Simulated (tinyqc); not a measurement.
From rigid to soft shells: rigid-ion and shell models of the dielectric response of an ionic crystal. Computed by tinyqc, a small Python program. Command: `OMP_NUM_THREADS=1 python tinyqc.py 3022577 3022578 out.jsonl shell walk`. One thread of a shared host (Intel(R) Xeon(R) Processor @ 2.30GHz), about 0.01 s of CPU time with the checks.

Charges +Z and -Z; 4 nearest neighbours, Madelung constant M = 1.638055, volume per ion pair Omega = 3.079201 d^3. Energy per pair U = -M Z^2 e2/d + 4 A exp(-d/rho), e2 = e^2/(4 pi eps_0). In the shell model the anion is a core of charge Y - Z and a massless shell of charge -Y, joined by the spring k; the repulsion acts on the shell. Each ion feels the Lorentz field E + (4 pi/3) P (Gaussian units).

Inputs (values chosen for the exercise, for a model crystal): nearest-neighbour distance d = 2.34 angstrom; ionic charge Z = 1 e; hardness d/rho = 10.1; cation mass = 170 u; anion mass = 16 u; shell charge size Y = 2.31 e; core-shell spring k = 80.8 eV/angstrom^2; cation polarisability alpha_+ = 0.17 angstrom^3.

Structure: zinc blende.

Constants: e^2/(4 pi eps_0) = 14.39964548 eV angstrom; 1 eV/angstrom^3 = 160.2176634 GPa; nu for 1 eV/(angstrom^2 u) = 15.6333042 THz; 1 THz = 33.35640952 1/cm.

Method:
- Zero pressure fixes 4 A exp(-d/rho) = M Z^2 e2 rho/d^2. Then U = -(M Z^2 e2/d)(1 - rho/d), B = M Z^2 e2 (d/rho - 2)/(9 Omega d), and the spring of one sublattice against the other is R = (1/3) x (Laplacian of the repulsion summed over neighbours) = M Z^2 e2 (d/rho - 2)/(3 d^3), so R = 3 B Omega/d^2.
- With C = 4 pi Z^2 e2/(3 Omega): mu lambda_TO = R - C, mu lambda_LO = R + 2 C; eps_inf = 1 and eps_s = lambda_LO/lambda_TO.
- lambda in eV/(angstrom^2 u) gives the wavenumber 15.6333042 x 33.35640952 x sqrt(lambda); mu is the reduced mass.
- Eliminating the shell gives the anion polarisability alpha_- = Y^2 e2/(k + R), the Szigeti charge Z_S = Z - Y R/(k + R) and the softened spring R' = k R/(k + R). With b = 4 pi (alpha_+ + alpha_-)/(3 Omega): eps_inf = (1 + 2b)/(1 - b) (Clausius-Mossotti); Born charge Z* = Z_S (eps_inf + 2)/3.
- mu lambda_TO = R' - (4 pi e2/(3 Omega)) Z_S^2/(1 - b); mu lambda_LO = mu lambda_TO + 4 pi e2 Z*^2/(eps_inf Omega); eps_s = eps_inf lambda_LO/lambda_TO.

repulsive spring R = 4.97046 eV/angstrom^2

volume Omega = 39.4535 angstrom^3

omega_LO, rigid ions = 386.374 1/cm

Response against the core-shell spring:
```
k (eV/angstrom^2)  eps_inf      Z_S      Z*  omega_TO (1/cm)  omega_LO (1/cm)   eps_s
65                  1.4668  0.83591  0.9660           250.81           342.29  2.7318
81                  1.3820  0.86645  0.9768           251.05           349.15  2.6730
110                 1.2931  0.90013  0.9881           251.29           357.13  2.6117
150                 1.2282  0.92591  0.9963           251.47           363.55  2.5670
210                 1.1780  0.94659  1.0027           251.61           368.92  2.5326
320                 1.1353  0.96467  1.0082           251.72           373.79  2.5033
650                 1.0944  0.98247  1.0134           251.84           378.75  2.4754
2400                1.0657  0.99523  1.0170           251.92           382.41  2.4558
```

What does the comparison show, and why?

From the stiffest to the softest shell eps_inf rises from 1.07 to 1.47 and Z_S falls from 1.00 to 0.84; omega_LO moves by -10 % and omega_TO by -0.4 %. Screening by eps_inf cuts the LO frequency, which rigid ions overstate (rigid ions: 386 per cm); eps_s goes from 2.46 to 2.73.
